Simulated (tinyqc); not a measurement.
# Changing the planarisation length

Model: chemical-mechanical planarisation: Preston law, pattern density and step-height reduction. Computed by tinyqc, a small Python program. Command: `OMP_NUM_THREADS=1 python tinyqc.py 3015764 3015765 out.jsonl cmp sweep`. One thread of a shared host (Intel(R) Xeon(R) Processor @ 2.30GHz), about 0.02 s of CPU time with the checks.

A row of 12 cells, repeated periodically, holds raised features that cover a share rho of each cell.

Inputs (values chosen for the exercise, close to those used for copper polishing):
```
quantity                          value  unit
Preston coefficient K           2.7e-13  1/Pa
pressure P                           12   kPa
platen and carrier speed            110   rpm
distance between the centres         18    cm
initial step height h0              240    nm
contact height h_c                   35    nm
film above the raised areas z0      420    nm
cell size                          0.96    mm
polish time t                        31     s
```

local pattern densities, cell by cell: 0.1  0.4  0.4  0.9  0.4  0.8  0.4  0.4  0.4  0.9  0.2  0.3

Method:
- With equal rotation speeds the relative speed is uniform, v = omega r_c; Preston rate R0 = K P v.
- The stiff pad averages the density: rho_eff(i) = sum_j w_ij rho_j / sum_j w_ij, w = exp(-2 d^2/L^2), L the planarisation length and d the distance between cell centres, summed over all periodic images of cell j.
- While h > h_c only raised areas polish, at R0/rho_eff, until t_c = rho_eff (h0 - h_c)/R0. After that h = h_c exp(-(t - t_c)/tau), tau = rho_eff h_c/R0; low areas polish at R0 (1 - h/h_c) and raised areas at R0 [1 + (1 - rho_eff) h/(rho_eff h_c)]. Removed from raised areas after t_c: h0 - h_c + R0 (t - t_c) + (1 - rho_eff)(h_c - h); from low areas: R0 (t - t_c) - rho_eff (h_c - h). Film left = z0 less the removal from raised areas.

One run for each value; columns: (1) planarisation length (mm); (2) range of film left across the row (nm); (3) largest remaining step (nm); (4) thinnest film left (nm):
```
(1)      (2)     (3)     (4)
0.89  164.14  8.5095   5.547
1.30  119.65  2.4159  20.227
1.90   89.79  0.8477  31.377
2.70   71.13  0.5743  44.121
4.00   41.93  0.2348  61.397
5.80   21.41  0.1066  72.944
```

Over the rows, range of film left across the row (nm) falls from 164 to 21.4 (exponent d ln y / d ln x -0.83 between the first rows and -1.8 between the last); largest remaining step (nm) falls from 8.51 to 0.107 (exponent d ln y / d ln x -3.3 between the first rows and -2.1 between the last); thinnest film left (nm) rises from 5.55 to 72.9 (exponent d ln y / d ln x 3.4 between the first rows and 0.46 between the last). A long planarisation length makes every cell see the mean density. Left out: 0.290, 0.420, 0.610 (the film is polished through).

Extremes, crossings and ranges named in words are read from the listed rows.
